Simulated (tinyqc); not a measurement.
Critical temperature from a phonon spectrum: McMillan, Allen-Dynes and the linearised Eliashberg equation: one step, computed by the program tinyqc. Command: `OMP_NUM_THREADS=1 python tinyqc.py 3027963 3027964 out.jsonl eliashberg walk`. One thread of a shared host (Intel(R) Xeon(R) Processor @ 2.30GHz), about 0.01 s of CPU time with the checks.

alpha^2 F(omega) = sum_i (lambda_i omega_i/2) delta(omega - omega_i), so that lambda = 2 int alpha^2 F/omega d omega = sum_i lambda_i.

Task: McMillan and Allen-Dynes. McMillan form: k_B T_c = (omega_log/1.2) exp[-1.04 (1 + lambda)/(lambda - mu* (1 + 0.62 lambda))]. Allen-Dynes multiplies it by f1 f2: f1 = [1 + (lambda/L1)^(3/2)]^(1/3), L1 = 2.46 (1 + 3.8 mu*); f2 = 1 + (omega_rms/omega_log - 1) lambda^2/(lambda^2 + L2^2), L2 = 1.82 (1 + 6.3 mu*) omega_rms/omega_log.

Inputs (values chosen for the exercise, for a model metal): Coulomb pseudopotential mu* = 0.1.

Peaks in alpha^2 F: three.

lambda = 1.56

omega_rms = 109.6883 meV

omega_log = 83.15892 meV

Constants: k_B = 8.617333262e-05 eV/K.

Give: T_c, McMillan form; f1; f2; T_c, Allen-Dynes.

Result:

T_c, McMillan form = 114.1 K

f1 = 1.095

f2 = 1.044

T_c, Allen-Dynes = 130.3 K

The two corrections raise T_c by 14.2 %. Caution: for lambda above about 1.5 the plain McMillan form saturates and falls short. Caution: a phonon-mediated T_c this high is known only in hydrides under high pressure.
